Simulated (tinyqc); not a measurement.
Convergence with the phonon basis: Holstein polaron on two sites. Computed by tinyqc, a small Python program. Command: `OMP_NUM_THREADS=1 python tinyqc.py 3000026 3000027 out.jsonl holstein sweep`. One thread of a shared host (Intel(R) Xeon(R) Processor @ 2.30GHz), about 0.03 s of CPU time with the checks.

One electron on sites 1 and 2: H = -t (c1+ c2 + c2+ c1) + hbar omega sum_i b_i+ b_i - g hbar omega sum_i n_i (b_i + b_i+). The symmetric phonon shifts the energy by -g^2 hbar omega/2 and drops out; with b = (b_1 - b_2)/sqrt(2) there remains H = -t sigma_x + hbar omega b+ b - (g hbar omega/sqrt(2)) sigma_z (b + b+). Parity splits it into blocks p = +1 and -1 over phonon numbers n. Zero-point energies are left out. Weights Z refer to mode b alone; the displaced symmetric mode multiplies the full zero-phonon weight by exp(-g^2/2).

Inputs (values chosen for the exercise, for a model dimer): hopping t = 310 meV; phonon energy hbar omega = 138 meV; coupling g = 1.36.

Method:
- Block p: H_nn = n hbar omega - p t (-1)^n - g^2 hbar omega/2, H_(n,n+1) = -(g hbar omega/sqrt(2)) sqrt(n + 1).
- Take p = +1 and n = 0..N-1.
- Diagonalise H; the eigenvector has its largest component positive; Z is the weight of n = 0.
- Use 60 levels in both blocks; Z = c_0^2 is the weight of n = 0 in the ground state c; the splitting is the lowest odd level less the lowest even one, which without coupling is the smaller of 2t and hbar omega; <sigma_x> = sum (-1)^n c_n^2 measures the kinetic energy.

One run for each value:
```
phonon levels kept N,Z in the small basis,weight Z of n = 0 in mode b
2,0.97191,0.93501
3,0.94814,0.93501
4,0.93776,0.93501
5,0.93549,0.93501
6,0.93507,0.93501
8,0.93501,0.93501
10,0.93501,0.93501
14,0.93501,0.93501
20,0.93501,0.93501
```

Describe and explain the trends.

Over the rows, Z in the small basis falls from 0.972 to 0.935, flat over part of the range. Z is within 0.1 % of the converged value from N = 5 on; the basis must reach well beyond the displacement, about g^2/2 = 0.92 quanta in mode b at strong coupling. The second column uses 60 levels in every row.

Caution (all rows): with hbar omega below 2t the lowest odd level starts as a one-phonon state, so the splitting here is a softened phonon and not a narrowed hopping.

Extremes, crossings and ranges named in words are read from the listed rows.
